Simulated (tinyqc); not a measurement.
Changing the doping N: specific resistance of a metal-semiconductor contact and its transmission-line measurement. Computed by tinyqc, a small Python program. Command: `OMP_NUM_THREADS=1 python tinyqc.py 3029804 3029805 out.jsonl contact sweep`. One thread of a shared host (Intel(R) Xeon(R) Processor @ 2.30GHz), about 0.02 s of CPU time with the checks.

The barrier is parabolic (depletion approximation), energies E are normal energies counted from the band edge in the neutral semiconductor (downwards for holes), and the bias is zero. xi is an input, held fixed when other inputs move.

Inputs (values chosen for the exercise, modelled on n-type In0.53Ga0.47As):
```
quantity,value,unit
tunnelling mass m,0.039,m_0
permittivity eps,13.9,-
Richardson constant A*,4.76,A/(cm^2 K^2)
barrier height phi_B,0.2,eV
"Fermi level above the band edge in the bulk, xi",0.086,eV
temperature T,77,K
```

Image-force lowering: included.

Constants: hbar = 1.054571817e-34 J s; eps_0 = 8.8541878128e-12 F/m; m_0 = 9.1093837015e-31 kg; k_B = 8.617333262e-05 eV/K; e = 1.602176634e-19 C.

Method:
- E_00 = (e hbar/2) sqrt(N/(eps eps_0 m)); band bending E_b = phi_B + xi; depletion width w = sqrt(2 eps eps_0 E_b/(e^2 N)). Image lowering d_phi = (e^3 N E_b/(8 pi^2 (eps eps_0)^3))^(1/4) (E_b in volts), and E_b - d_phi replaces E_b everywhere except in w.
- WKB transmission for E < E_b, with a = E/E_b: D = exp{-(E_b/E_00) [sqrt(1 - a) - a ln((1 + sqrt(1 - a))/sqrt(a))]}; D = 1 above.
- At zero bias 1/rho_c = (e A*/k_B^2) int D(E) f(E) dE, f = 1/(1 + exp((E - xi)/k_B T)); 200 Gauss-Legendre points from 0 to E_b, and k_B T ln(1 + exp((xi - E_b)/k_B T)) for the part above the barrier; the share of tunnelling is the part below.

One run for each value:
```
doping N (1/cm^3),specific contact resistance rho_c (ohm cm^2),E_00/k_B T,share of tunnelling (%),depletion width (nm)
1.00e+17,4.4394e-02,1.202,100.000,66.286
1.90e+17,1.1803e-03,1.657,100.000,48.089
3.60e+17,6.6592e-05,2.280,100.000,34.936
6.70e+17,7.7121e-06,3.111,100.000,25.609
1.30e+18,1.3483e-06,4.333,100.000,18.385
2.40e+18,4.0039e-07,5.887,100.000,13.531
4.50e+18,1.5708e-07,8.062,100.000,9.881
8.40e+18,7.9018e-08,11.014,100.000,7.232
1.60e+19,4.7264e-08,15.201,100.000,5.240
3.00e+19,3.3117e-08,20.815,100.000,3.827
```

What does the table show, and why?

Over the rows, specific contact resistance rho_c (ohm cm^2) falls from 0.0444 to 3.31e-8 (exponent d ln y / d ln x -5.7 between the first rows and -0.57 between the last); E_00/k_B T rises from 1.20 to 20.8 (exponent d ln y / d ln x about 0.50 throughout); share of tunnelling (%) goes from 100.0 through a maximum among these rows, 100.0 at 1.30e18, to 100.0. The exponent of depletion width stays at -0.50: the depletion approximation. xi is held fixed. Doping thins the barrier, and the tunnelling exponent, of order phi_B/E_00, falls as N^(-1/2). E_00 passes 5 k_B T (field emission) between 1.30e18 and 2.40e18 per cm^3. In the last rows the barrier is no longer opaque, and rho_c levels off towards the limit set by the supply of carriers.

Extremes, crossings and ranges named in words are read from the listed rows.
